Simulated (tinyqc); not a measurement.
FinFET, parasitic resistance, capacitance and delay: two steps of the calculation.

Nf fins under one contact; each has gated perimeter p = 2 Hf + Wf and cross-section A = Hf Wf; contact width Wc = Nf pf, stack height Hs = Hf. Contact length Lc = CPP - Lg - 2 Lsp, shared by two neighbouring gates. Source and drain sides are equal. The formulas are first-order estimates, not field solutions.

Values chosen for this exercise; values close to those of silicon logic devices:

| symbol | value | unit | meaning |
|---|---|---|---|
| Nf | 2 |  | number of fins |
| Hf | 55 | nm | fin height |
| Wf | 8 | nm | fin width |
| pf | 24 | nm | fin pitch |
| CPP | 54 | nm | contacted gate pitch |
| Lg | 14 | nm | gate length |
| Lsp | 7 | nm | spacer length |
| rc | 2.9e-9 | ohm cm^2 | contact resistivity |
| re | 0.00062 | ohm cm | resistivity of the source-drain epitaxy |
| te | 20 | nm | current-carrying depth of the epitaxy |
| rx | 0.00049 | ohm cm | resistivity of the extension |
| Vdd | 0.75 | V | supply voltage |

Problem 1. Geometry and resistances. Epitaxy sheet resistance Rsh = re/te, transfer length LT = sqrt(rc/Rsh), contact Rc = [sqrt(rc Rsh)/Wc] coth(Lc/(2 LT)); extension of one fin Rx = rx Lsp/A. Effective width N p; for equal currents one side has Rc + Rx/N.

Find: Lc; effective width; Rsh; LT; Rc; Rx; one side times effective width.

Solution 1.

Lc = 26.00 nm
effective width = 236.0 nm
Rsh = 310.0 ohm
LT = 30.59 nm
Rc = 492.4 ohm
Rx = 77.95 ohm
one side times effective width = 125.4 ohm um

Problem 2. Effective current, delay and energy. Ieff = (IH + IL)/2, delay CL Vdd/(2 Ieff), energy CL Vdd^2, with CL the load of an inverter that drives an equal one.

IH = I(Vdd, Vdd/2) = 287.40346 uA
IL = I(Vdd/2, Vdd), solved likewise = 95.941400 uA
CL = 662.03341 aF

Find: Ieff; delay; energy.

Solution 2.

Ieff = 191.67 uA
delay = 1.2952 ps
energy = 372.39 aJ

Computed by the program tinyqc: `OMP_NUM_THREADS=1 python tinyqc.py 2170075 2170076 out.jsonl`, one thread of a shared Intel Xeon 2.30GHz, about 0.04 s for the whole run.
